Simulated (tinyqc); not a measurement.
Inside a calculation. Method: sp3 tight binding, zinc-blende lattice. Computed by tinyqc, a small Python program that keeps every step. Command: `OMP_NUM_THREADS=1 python tinyqc.py 28387 28388 out.jsonl` (the two numbers bound the seeds that draw the settings). One thread of a shared host (Intel(R) Xeon(R) Processor @ 2.60GHz), about 0.01 s of CPU time with the checks.

## Bloch Hamiltonian at k

Parameters chosen for this model: zinc-blende lattice, anion at 0, cation at a/4 (1,1,1); V = eta hbar^2 / (m d^2), hbar^2/m = 7.619964 eV angstrom^2:
```
parameter,value,unit
a,3.900000,angstrom
d,1.688750,angstrom
Es anion,-14.070000,eV
Ep anion,-6.990000,eV
Es cation,-8.830000,eV
Ep cation,-4.250000,eV
eta ss,-1.400000,
eta sp,1.840000,
eta pp sigma,3.240000,
eta pp pi,-0.810000,
V ss,-3.740679,eV
V sp,4.916321,eV
V pp sigma,8.657001,eV
V pp pi,-2.164250,eV
```

k point k (2 pi / a): 0.760000  0.400000  -0.610000

Slater-Koster rules over the four bonds with direction cosines (l, m, n): ss V_ss; s-px l V_sp; px-s -l V_sp; px-px l^2 V_pps + (1 - l^2) V_ppp; px-py l m (V_pps - V_ppp); each times exp(i k.d).

H(k) at k (eV):
```
,a s,a px,a py,a pz,c s,c px,c py,c pz
a s,-14.070000,0.000000,0.000000,0.000000,-2.562328-6.690221i,2.009953+4.910748i,6.987287+1.412619i,-3.567867-2.766463i
a px,0.000000,-6.990000,0.000000,0.000000,-2.009953-4.910748i,0.988326+2.580514i,-4.534039-3.515616i,8.879432+1.795153i
a py,0.000000,0.000000,-6.990000,0.000000,-6.987287-1.412619i,-4.534039-3.515616i,0.988326+2.580514i,2.554244+6.240569i
a pz,0.000000,0.000000,0.000000,-6.990000,3.567867+2.766463i,8.879432+1.795153i,2.554244+6.240569i,0.988326+2.580514i
c s,-2.562328+6.690221i,-2.009953+4.910748i,-6.987287+1.412619i,3.567867-2.766463i,-8.830000,0.000000,0.000000,0.000000
c px,2.009953-4.910748i,0.988326-2.580514i,-4.534039+3.515616i,8.879432-1.795153i,0.000000,-4.250000,0.000000,0.000000
c py,6.987287-1.412619i,-4.534039+3.515616i,0.988326-2.580514i,2.554244-6.240569i,0.000000,0.000000,-4.250000,0.000000
c pz,-3.567867+2.766463i,8.879432-1.795153i,2.554244-6.240569i,0.988326-2.580514i,0.000000,0.000000,0.000000,-4.250000
```

## Levels at k

Diagonalise the Hermitian matrix.

eigenvalues (eV): -23.623953  -20.603036  -17.012241  -16.086717  2.047349  4.022887  5.564446  9.071264

weights |c|^2 of the basis functions:
```
,band 1,band 2,band 3,band 4,band 5,band 6,band 7,band 8
a s,0.515376,0.112885,0.012375,0.020514,0.279387,0.024862,0.004097,0.030504
a px,0.013123,0.165865,0.343038,0.012916,0.057224,0.082171,0.177054,0.148607
a py,0.057736,0.095673,0.025498,0.349647,0.054548,0.292393,0.003936,0.120569
a pz,0.028596,0.164385,0.176776,0.179312,0.009023,0.034148,0.253921,0.153838
c s,0.193019,0.219711,0.031277,0.045677,0.396805,0.057851,0.007574,0.048086
c px,0.029600,0.139143,0.229330,0.013029,0.094122,0.096930,0.218029,0.179818
c py,0.103726,0.022271,0.016567,0.250317,0.094289,0.368363,0.005007,0.139461
c pz,0.058824,0.080067,0.165139,0.128587,0.014602,0.043282,0.330381,0.179117
```

## Bloch Hamiltonian at X

k point X (2 pi / a): 1  0  0

As before.

H(k) at X (eV):
```
,a s,a px,a py,a pz,c s,c px,c py,c pz
a s,-14.070000,0.000000,0.000000,0.000000,0.000000,0.000000+11.353758i,0.000000,0.000000
a px,0.000000,-6.990000,0.000000,0.000000,0.000000-11.353758i,0.000000,0.000000,0.000000
a py,0.000000,0.000000,-6.990000,0.000000,0.000000,0.000000,0.000000,0.000000+14.428334i
a pz,0.000000,0.000000,0.000000,-6.990000,0.000000,0.000000,0.000000+14.428334i,0.000000
c s,0.000000,0.000000+11.353758i,0.000000,0.000000,-8.830000,0.000000,0.000000,0.000000
c px,0.000000-11.353758i,0.000000,0.000000,0.000000,0.000000,-4.250000,0.000000,0.000000
c py,0.000000,0.000000,0.000000,0.000000-14.428334i,0.000000,0.000000,-4.250000,0.000000
c pz,0.000000,0.000000,0.000000-14.428334i,0.000000,0.000000,0.000000,0.000000,-4.250000
```

## Levels at X

As before.

eigenvalues (eV): -21.529960  -20.113230  -20.113230  -19.300971  3.209960  3.480971  8.873230  8.873230

## Bands along a path

The same steps at evenly spaced points between the labelled ones.

Bands along the path (eV):
```
k,band 1,band 2,band 3,band 4,band 5,band 6,band 7,band 8
L,-23.301817,-21.771140,-15.812328,-15.812328,1.512641,4.572328,4.572328,9.420316
L-G 0.25,-24.358070,-20.046820,-15.306222,-15.306222,1.712521,4.066222,4.066222,8.552369
L-G 0.50,-25.537186,-16.942343,-13.958727,-13.958727,2.090285,2.718727,2.718727,6.249245
L-G 0.75,-26.347845,-13.444463,-12.346502,-12.346502,1.106502,1.106502,1.596660,4.055648
G,-26.640369,-11.551711,-11.551711,-11.551711,0.311711,0.311711,0.311711,3.740369
G-X 0.25,-26.242913,-13.417057,-13.417057,-12.381413,0.602468,2.177057,2.177057,3.881858
G-X 0.50,-25.066270,-16.693367,-16.693367,-14.527583,1.381125,4.072729,5.453367,5.453367
G-X 0.75,-23.206640,-19.201046,-19.201046,-17.275406,2.394434,3.947612,7.961046,7.961046
X,-21.529960,-20.113230,-20.113230,-19.300971,3.209960,3.480971,8.873230,8.873230
X-W 0.25,-21.529960,-20.113230,-20.113230,-19.300971,3.209960,3.480971,8.873230,8.873230
X-W 0.50,-21.529960,-20.113230,-20.113230,-19.300971,3.209960,3.480971,8.873230,8.873230
X-W 0.75,-21.529960,-20.113230,-20.113230,-19.300971,3.209960,3.480971,8.873230,8.873230
W,-21.529960,-20.113230,-20.113230,-19.300971,3.209960,3.480971,8.873230,8.873230
```

With 4 band(s) filled, the highest filled level on these points lies at G and the lowest empty one at G: a gap of 11.8634 eV, direct.
